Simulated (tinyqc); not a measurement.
Electron-beam lithography: double-Gaussian proximity function, edge placement and dose correction for parallel lines: one step, computed by the program tinyqc.

Lines are infinitely long. Absorbed energy is counted so that the middle of a very large area written at dose 1 receives 1; the resist develops where it exceeds 1/2.

Question. Dose to size and latitude. A test line of width w << beta in surroundings of density rho, all at dose d: near its edge E(x) = d [S + eta rho]/(1 + eta), S = [erf((b - x)/alpha) - erf((a - x)/alpha)]/2 for edges a and b, the second term being the background energy. Dose to size d_s = (1 + eta)/(erf(w/alpha) + 2 eta rho), dose = d_s D0; edge slope d [1 - exp(-w^2/alpha^2)]/(sqrt(pi) alpha (1 + eta)); width change per 1 % of dose = 2 x 0.01 x (1/2)/slope.

Inputs (values chosen for the exercise, of the order of those for 50 keV electrons in resist on silicon):
```
quantity,value,unit
forward range alpha,0.018,micrometre
backscatter ratio eta,0.84,-
base dose D0,89,microcoulomb/cm^2
width of the test line,0.044,micrometre
pattern density around the test line,0.78,-
```

Give: dose to size d_s; dose; edge slope; width change per 1 % of dose; background energy.

Answer.

dose to size d_s = 0.7966

dose = 70.90 microcoulomb/cm^2

edge slope = 0.01354 1/nm

width change per 1 % of dose = 0.7388 nm

background energy = 0.2837

The background supplies 57 % of the threshold.
